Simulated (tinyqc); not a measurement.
# Inductance and parasitic capacitance from two readings

Inverse problem. A loss-free coil L in parallel with C shows the apparent inductance L/(1 - w^2 L C), w = 2 pi f. Find L, C and the self-resonance 1/(2 pi sqrt(L C)).

apparent inductance at 6.7 and 10 GHz (nH): [1.9786397, 3.2529522]

Answer. The inverse of the reading is 1/L - w^2 C, a straight line in w^2.

L = 1.500 nH
C = 91.00 fF
self-resonance = 13.62 GHz

Numbers from tinyqc (`OMP_NUM_THREADS=1 python tinyqc.py 2302229 2302230 out.jsonl`; about 0.01 s on one thread of a shared Intel Xeon 2.30GHz).
